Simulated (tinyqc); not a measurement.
From results back to parameters: direct gap of a germanium-like layer under biaxial tension. Four cases, with inputs chosen for the exercise.

Problem. A (001) layer under biaxial tension e_par has ezz = -2 (C12/C11) e_par, Ec = Eg + ac tr(e), E(HH) = -P - Q and E(LH) = -P + (Q - Dso + sqrt(Dso^2 + 2 Dso Q + 9 Q^2))/2 with P = -av tr(e), Q = -b (e_par - ezz). The transition from the light-hole edge is given.

Case 1.

Values chosen (near those of Ge, gaps at low temperature; shifted at random, so the results belong to these values and not to a real crystal): Eg = 0.897 eV (gap at Gamma to the s-like level); Dso = 0.285 eV (spin-orbit splitting); ac = -8.39 eV (conduction deformation potential); av = 1.25 eV (valence hydrostatic potential); b = -2.59 eV (tetragonal shear potential); C11 = 129.7 GPa; C12 = 48.7 GPa.

Ec - E(LH) = 0.778374 eV

Case 2.

Values chosen (near those of Ge, gaps at low temperature; shifted at random, so the results belong to these values and not to a real crystal): Eg = 0.9 eV (gap at Gamma to the s-like level); Dso = 0.29 eV (spin-orbit splitting); ac = -8.23 eV (conduction deformation potential); av = 1.25 eV (valence hydrostatic potential); b = -2.56 eV (tetragonal shear potential); C11 = 129.8 GPa; C12 = 48.6 GPa.

Ec - E(LH) = 0.804566 eV

Case 3.

Values chosen (near those of Ge, gaps at low temperature; shifted at random, so the results belong to these values and not to a real crystal): Eg = 0.907 eV (gap at Gamma to the s-like level); Dso = 0.285 eV (spin-orbit splitting); ac = -8.34 eV (conduction deformation potential); av = 1.25 eV (valence hydrostatic potential); b = -2.53 eV (tetragonal shear potential); C11 = 129.4 GPa; C12 = 47.5 GPa.

Ec - E(LH) = 0.572141 eV

Case 4.

Values chosen (near those of Ge, gaps at low temperature; shifted at random, so the results belong to these values and not to a real crystal): Eg = 0.912 eV (gap at Gamma to the s-like level); Dso = 0.288 eV (spin-orbit splitting); ac = -8.24 eV (conduction deformation potential); av = 1.24 eV (valence hydrostatic potential); b = -2.57 eV (tetragonal shear potential); C11 = 130.6 GPa; C12 = 48.2 GPa.

Ec - E(LH) = 0.647585 eV

Find: e_par; Ec - E(HH).

Solution. Ec - E(LH) falls steadily with tension, so bisection between 0 and 4 % gives the only root; then Ec - E(HH) = Eg + (ac - av) tr(e) + Q.

Case 1.

e_par = 0.680 %
Ec - E(HH) = 0.8460 eV

Case 2.

e_par = 0.560 %
Ec - E(HH) = 0.8587 eV

Case 3.

e_par = 1.830 %
Ec - E(HH) = 0.7651 eV

Case 4.

e_par = 1.470 %
Ec - E(HH) = 0.8018 eV

Computed by tinyqc, one run a case: `OMP_NUM_THREADS=1 python tinyqc.py N N+1 out.jsonl` with N = 1051493, 1051496, 1051552, 1051556; one thread of a shared Intel(R) Xeon(R) Processor @ 2.30GHz, about 0.01 s a run at most.
